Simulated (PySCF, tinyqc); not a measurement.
Inside a calculation. Method: G0W0 on RHF in the sto-3g basis, for H4, spin multiplicity 1. The lowest restricted solution is unstable here: a spin-polarised one lies 0.0017 hartree lower (PySCF). One step of it, computed by the program tinyqc.

Question. Screening: direct RPA. With D = e_a - e_i and K = (ia|jb): diagonalise D^(1/2) (D + 4K) D^(1/2) = Z w^2 Z^T; X + Y = D^(1/2) Z w^(-1/2), each column of Z with its largest component positive (the first on a tie); E_c = (sum w - tr (D + 2K)) / 2.

orbital energies (hartree): MO1 -0.564627, MO2 -0.337135, MO3 0.306979, MO4 0.568816

Two-electron integrals over orbitals (pq|rs), unique and non-zero (hartree):
```
(11|11) 0.466605   (21|21) 0.161766   (22|11) 0.463418   (22|22) 0.472278
(31|31) 0.114552   (32|32) 0.088680   (33|11) 0.455020   (33|22) 0.455471
(33|33) 0.463051   (41|32) 0.086716   (41|41) 0.084839   (42|31) 0.118591
(42|42) 0.128698   (43|21) 0.162056   (43|43) 0.177860   (44|11) 0.462353
(44|22) 0.470908   (44|33) 0.471808   (44|44) 0.487860
```

Give: D^(1/2) (D + 4K) D^(1/2); excitation energies w; X + Y; RPA correlation energy.

Answer.

D^(1/2) (D + 4K) D^(1/2) (hartree^2):
```
       1>3    1>4    2>3    2>4
1>3  1.159  0.000  0.000  0.422
1>4  0.000  1.669  0.296  0.000
2>3  0.000  0.296  0.643  0.000
2>4  0.422  0.000  0.000  1.287
```

excitation energies w (hartree): 0.751  0.893  1.284  1.322

X + Y:
```
          1       2      3      4
1>3   0.000   0.749  0.537  0.000
1>4  -0.318   0.000  0.000  0.894
2>3   0.895   0.000  0.000  0.181
2>4   0.000  -0.657  0.637  0.000
```

RPA correlation energy = -0.06919 hartree
